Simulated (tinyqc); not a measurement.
Polycrystalline film, grain-boundary barriers (Seto model): effect of the temperature.

One-dimensional grains of size Lg with donors N; each boundary has Qt acceptor-like traps per area at one level Et below the band edge. Trapped electrons qt deplete a width w = qt/N (both sides together) and raise a barrier Vb = q N w^2/(8 eps0 eps_r). Current crosses the barriers by thermionic emission at small bias. Abrupt depletion, full ionisation, Boltzmann statistics.

Nc is given at 250 K and scales as (T/250 K)^1.5; mg and vc are fixed. Partly depleted grains: the density at the grain centre is n0 = N and qt = Qt/(1 + 2 (Nc/N) exp((Vb - Et)/Vt)). If that gives qt >= N Lg, the grains are fully depleted: qt = N Lg, w = Lg and n0 = 2 Nc exp((Vb - Et)/Vt)/(Qt/(N Lg) - 1). Resistivity: barriers rb = Vt exp(Vb/Vt)/(q n0 vc Lg), grain interior rg = (1 - w/Lg)/(q mg N); effective mobility 1/(q N (rb + rg)).

Values chosen for this exercise; values close to those of polycrystalline silicon:
- eps_r = 11.7 (relative permittivity of the semiconductor)
- Lg = 80 nm (grain size)
- Qt = 3.5e12 cm^-2 (trap density at a boundary)
- N = 3.4e18 cm^-3 (donor density)
- mg = 220 cm^2/(V s) (mobility inside a grain)
- vc = 4.3e6 cm/s (collection velocity at the barrier)
- Nc = 2.13e19 cm^-3 (conduction-band density of states at the reference temperature)
- Et = 0.49 eV (trap level below the band edge)

Constants: q = 1.602176634e-19 C, kB = 1.380649e-23 J/K, Vt = kB T/q, eps0 = 8.8541878128e-14 F/cm where lengths are in cm. Results are converted to the units shown.

The same in every row: n0 (cm^-3) = 3.400e18.

Effect of the temperature:
```
T (K),w/Lg,Vb (V),resistivity (ohm cm)
220,0.1287,0.06965,0.04714
250,0.1287,0.06965,0.03643
280,0.1287,0.06965,0.03036
310,0.1287,0.06965,0.02661
340,0.1287,0.06965,0.02412
370,0.1287,0.06965,0.02239
400,0.1287,0.06964,0.02114
430,0.1286,0.06961,0.02021
```

What does the comparison show?

As T goes from 220 to 430 K, the barrier stays near 0.0696 V and the resistivity falls from 0.0471 to 0.0202 ohm cm. The grains are fully depleted in 0 of the 8 rows. The activation energy between the first two rows is 0.0407 eV. At T = 430 K the barrier is under 2 Vt, where the depletion and emission pictures are rough.

tinyqc, about 0.01 s, one thread, Intel Xeon 2.30GHz (shared host): `OMP_NUM_THREADS=1 python tinyqc.py 2610042 2610043 out.jsonl`
